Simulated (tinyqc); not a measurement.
Changing the modulation frequency f: time-domain thermoreflectance: layered heat flow under a modulated pulse train, and what the signal ratio measures. Computed by tinyqc, a small Python program. Command: `OMP_NUM_THREADS=1 python tinyqc.py 3111346 3111347 out.jsonl tdtr sweep`. One thread of a shared host (Intel(R) Xeon(R) Processor @ 2.30GHz), about 0.3 s of CPU time with the checks.

Pulses repeat at 80 MHz; heat is laid down at the surface, all layers are isotropic, and the film is in perfect contact with the substrate.

Inputs (values chosen for the exercise, modelled on aluminium on 4H-SiC):

| quantity | value | unit |
|---|---|---|
| metal thickness d | 110 | nm |
| metal conductivity | 180 | W/(m K) |
| metal heat capacity | 2.42 | MJ/(m^3 K) |
| boundary conductance G under the metal | 37 | MW/(m^2 K) |
| film thickness | 11 | nm |
| film conductivity | 1.4 | W/(m K) |
| film heat capacity | 2.3 | MJ/(m^3 K) |
| substrate conductivity kappa | 330 | W/(m K) |
| substrate heat capacity C | 2.22 | MJ/(m^3 K) |
| spot radius w (1/e^2, pump and probe) | 11 | micrometre |
| delay t | 270 | ps |

Stack: metal, film, substrate.

Method:
- Penetration depth sqrt(kappa/(pi f C)); effusivity sqrt(kappa C); cooling time of the metal d C_m/G; Kapitza length kappa/G.
- For radial wave number k and angular frequency W each layer has u = sqrt(4 pi^2 k^2 + i W C/kappa) and gamma = kappa u. Surface impedance from below: Z = 1/gamma for the substrate; a layer of thickness L maps Z to (Z + tanh(u L)/gamma)/(1 + gamma Z tanh(u L)); a boundary adds 1/G.
- Response per absorbed watt H(W) = 2 pi int_0^(2/w) Z(k, W) exp(-pi^2 k^2 w^2) k dk by 20 Gauss-Legendre points.
- Signal: X + iY = sum_(m = -M..M) H(2 pi (f + m f_r)) exp(i 2 pi m f_r t) exp(-pi (m/M)^2 x 4), f_r = 80 MHz, M = 4000, with H(-W) the complex conjugate of H(W); V_in = X, V_out = Y, ratio = -V_in/V_out.

One run for each value:

| modulation frequency f (MHz) | ratio -V_in/V_out | phase of H(2 pi f) (degrees) | penetration depth (micrometre) |
|---|---|---|---|
| 0.30 | 10.057 | -8.695 | 12.559 |
| 0.55 | 8.619 | -10.405 | 9.275 |
| 1.00 | 7.529 | -12.303 | 6.879 |
| 1.80 | 6.528 | -14.759 | 5.127 |
| 3.30 | 5.366 | -18.853 | 3.787 |
| 6.00 | 4.152 | -25.912 | 2.808 |
| 11.00 | 3.221 | -37.360 | 2.074 |
| 20.00 | 3.142 | -51.760 | 1.538 |

Over the rows, ratio -V_in/V_out falls from 10.1 to 3.14 (exponent d ln y / d ln x -0.25 between the first rows and -0.042 between the last); phase of H(2 pi f) (degrees) falls from -8.69 to -51.8 (exponent d ln y / d ln x 0.30 between the first rows and 0.55 between the last); penetration depth (micrometre) falls from 12.6 to 1.54 (exponent d ln y / d ln x about -0.50 throughout).
